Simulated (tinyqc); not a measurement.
Gap against thickness: thin (001) film in sp3s* tight binding with raised dangling bonds.

Planes alternate anion (a), cation (c) along [001], a/4 apart, starting with an anion; zero in-plane momentum; levels counted from the bulk Ev, the lower root of [[Epa, Vxx], [Vxx, Epc]]; no spin-orbit coupling. Block of s, pz, s*: from an anion to the cation above, Vss/2 (s,s), Vsapc/2 (s,z), -Vscpa/2 (z,s), Vxx/2 (z,z), Vxapc/2 (s*,z), -Vpaxc/2 (z,s*); to the cation below the same with the s-z and s*-z signs reversed. Block of u = (px + py)/sqrt2 and v = (px - py)/sqrt2: to the cation above (Vxx + Vxy)/2 for u and (Vxx - Vxy)/2 for v, to the cation below the reverse. Each surface atom has two dangling sp3 hybrids; raising both by dl adds (dl/2) [[1, t], [t, 1]] to its s, pz levels (t = -1 at the bottom face, +1 at the top) and dl to the one of u, v in whose plane the missing bonds lie (v for a bottom anion or a top cation, u for a top anion).

Parameters, chosen for this exercise (near a published set for AlAs, fitted to gaps, whose masses and valley positions are rough; shifted at random, so the results belong to these values and not to a real crystal): p = (-7.504, 0.984, -1.159, 3.61, 7.533, 6.752, -6.683, 1.88, 4.296, 5.149, 5.472, 4.506, 5.003) eV (order Esa, Epa, Esc, Epc, Exa, Exc, Vss, Vxx, Vxy, Vsapc, Vscpa, Vxapc, Vpaxc); a = 5.663 angstrom (lattice constant); dp = 30 eV (value of dl for the passivated films); Ns = (7, 8, 12, 16, 28, 31, 47, 69) (numbers of planes).

edges (eV): Gamma 3.06240, Delta 2.30997

Passivated films (finite dp, so levels can still be some meV from their limit), thickness N a/4. Highest level below mid-gap (either block) and the two lowest above it. The exponents are -d ln(shift)/d ln N between the sixth and the last film, for the valence level and for the lowest conduction level.

Levels (eV):
```
N   thickness (angstrom)      Ev1     Ec1     Ec2     gap
7                   9.91  -0.3584  2.4996  2.7318  2.8579
8                  11.33  -0.2422  2.4764  2.6562  2.7186
12                 16.99  -0.1338  2.3731  2.4747  2.5069
16                 22.65  -0.0847  2.3457  2.3857  2.4304
28                 39.64  -0.0325  2.3251  2.3300  2.3577
31                 43.89  -0.0289  2.3233  2.3251  2.3522
47                 66.54  -0.0132  2.3161  2.3167  2.3294
69                 97.69  -0.0063  2.3129  2.3131  2.3193
```

exponents: valence 1.90, conduction 1.88

What does the comparison show, and why?

The gap is 2.858 eV at 9.9 angstrom and 2.319 eV at 97.7, against 2.310 eV in the bulk along this line. At 16 planes the conduction side gives 36 meV of the widening and the valence side 85 meV. A hard-walled parabolic band has exponent 2; departures come from the offset between N a/4 and the effective width, from non-parabolicity and from the termination (odd and even N end differently: in the direction of the bond rows at the two faces and, in a compound, in the kind of atom), which also makes single steps in N uneven. Ec1 and Ec2 come from the neighbourhood of X.

(tinyqc, `OMP_NUM_THREADS=1 python tinyqc.py 1452335 1452336 out.jsonl`, Intel(R) Xeon(R) Processor @ 2.30GHz, 1 thread, shared host, about 0.4 s.)
